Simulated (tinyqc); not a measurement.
UKS/BLYP in the sto-3g basis, for Be+, spin multiplicity 2, step by step. One step of it, computed by the program tinyqc.

Question. Iteration 2: building the Kohn-Sham matrix. J_ij = sum D_kl (ij|kl) with D = D(alpha) + D(beta); F = H + J + V_xc; E = tr D H + tr D J / 2 + E_xc + E_nn.

D(alpha) after iteration 1:
```
            1Be 1s     1Be 2s   1Be 2px   1Be 2py   1Be 2pz
1Be 1s    1.072213  -0.278258  0.000000  0.000000  0.000000
1Be 2s   -0.278258   1.072213  0.000000  0.000000  0.000000
1Be 2px   0.000000   0.000000  0.000000  0.000000  0.000000
1Be 2py   0.000000   0.000000  0.000000  0.000000  0.000000
1Be 2pz   0.000000   0.000000  0.000000  0.000000  0.000000
```

D(beta) after iteration 1:
```
           1Be 1s    1Be 2s   1Be 2px   1Be 2py   1Be 2pz
1Be 1s   0.980222  0.035613  0.000000  0.000000  0.000000
1Be 2s   0.035613  0.001294  0.000000  0.000000  0.000000
1Be 2px  0.000000  0.000000  0.000000  0.000000  0.000000
1Be 2py  0.000000  0.000000  0.000000  0.000000  0.000000
1Be 2pz  0.000000  0.000000  0.000000  0.000000  0.000000
```

core Hamiltonian H = T + V (hartree):
```
            1Be 1s     1Be 2s    1Be 2px    1Be 2py    1Be 2pz
1Be 1s   -7.867117  -1.932258   0.000000   0.000000   0.000000
1Be 2s   -1.932258  -2.102157   0.000000   0.000000   0.000000
1Be 2px   0.000000   0.000000  -1.634157   0.000000   0.000000
1Be 2py   0.000000   0.000000   0.000000  -1.634157   0.000000
1Be 2pz   0.000000   0.000000   0.000000   0.000000  -1.634157
```

Two-electron integrals (ij|kl) in chemists' order, unique and non-zero (hartree):
```
(11|11) 2.298831   (21|11) 0.392036   (21|21) 0.079539   (22|11) 0.570988
(22|21) 0.143041   (22|22) 0.417683   (31|31) 0.014607   (32|31) 0.021888
(32|32) 0.092265   (33|11) 0.569578   (33|21) 0.143083   (33|22) 0.417589
(33|33) 0.449859   (41|41) 0.014607   (42|41) 0.021888   (42|42) 0.092265
(43|43) 0.024249   (44|11) 0.569578   (44|21) 0.143083   (44|22) 0.417589
(44|33) 0.401360   (44|44) 0.449859   (51|51) 0.014607   (52|51) 0.021888
(52|52) 0.092265   (53|53) 0.024249   (54|54) 0.024249   (55|11) 0.569578
(55|21) 0.143083   (55|22) 0.417589   (55|33) 0.401360   (55|44) 0.401360
(55|55) 0.449859
```

nuclear repulsion = 0 hartree

V_xc(alpha) (hartree):
```
            1Be 1s     1Be 2s    1Be 2px    1Be 2py    1Be 2pz
1Be 1s   -1.532605  -0.214519   0.000000   0.000000   0.000000
1Be 2s   -0.214519  -0.284625   0.000000   0.000000   0.000000
1Be 2px   0.000000   0.000000  -0.280897   0.000000   0.000000
1Be 2py   0.000000   0.000000   0.000000  -0.280897   0.000000
1Be 2pz   0.000000   0.000000   0.000000   0.000000  -0.280897
```

V_xc(beta) (hartree):
```
            1Be 1s     1Be 2s    1Be 2px    1Be 2py    1Be 2pz
1Be 1s   -1.510864  -0.210977   0.000000   0.000000   0.000000
1Be 2s   -0.210977  -0.210591   0.000000   0.000000   0.000000
1Be 2px   0.000000   0.000000  -0.208427   0.000000   0.000000
1Be 2py   0.000000   0.000000   0.000000  -0.208427   0.000000
1Be 2pz   0.000000   0.000000   0.000000   0.000000  -0.208427
```

E_xc = sum of w rho eps_xc = -2.61472982 hartree

Give: Coulomb J; F(alpha); F(beta); total energy of this density.

Answer.

Coulomb J (hartree):
```
         1Be 1s  1Be 2s  1Be 2px  1Be 2py  1Be 2pz
1Be 1s   5.1409  0.9196   0.0000   0.0000   0.0000
1Be 2s   0.9196  1.5509   0.0000   0.0000   0.0000
1Be 2px  0.0000  0.0000   1.5479   0.0000   0.0000
1Be 2py  0.0000  0.0000   0.0000   1.5479   0.0000
1Be 2pz  0.0000  0.0000   0.0000   0.0000   1.5479
```

F(alpha) (hartree):
```
          1Be 1s   1Be 2s  1Be 2px  1Be 2py  1Be 2pz
1Be 1s   -4.2588  -1.2272   0.0000   0.0000   0.0000
1Be 2s   -1.2272  -0.8359   0.0000   0.0000   0.0000
1Be 2px   0.0000   0.0000  -0.3672   0.0000   0.0000
1Be 2py   0.0000   0.0000   0.0000  -0.3672   0.0000
1Be 2pz   0.0000   0.0000   0.0000   0.0000  -0.3672
```

F(beta) (hartree):
```
          1Be 1s   1Be 2s  1Be 2px  1Be 2py  1Be 2pz
1Be 1s   -4.2371  -1.2236   0.0000   0.0000   0.0000
1Be 2s   -1.2236  -0.7619   0.0000   0.0000   0.0000
1Be 2px   0.0000   0.0000  -0.2947   0.0000   0.0000
1Be 2py   0.0000   0.0000   0.0000  -0.2947   0.0000
1Be 2pz   0.0000   0.0000   0.0000   0.0000  -0.2947
```

total energy of this density = -14.195449 hartree
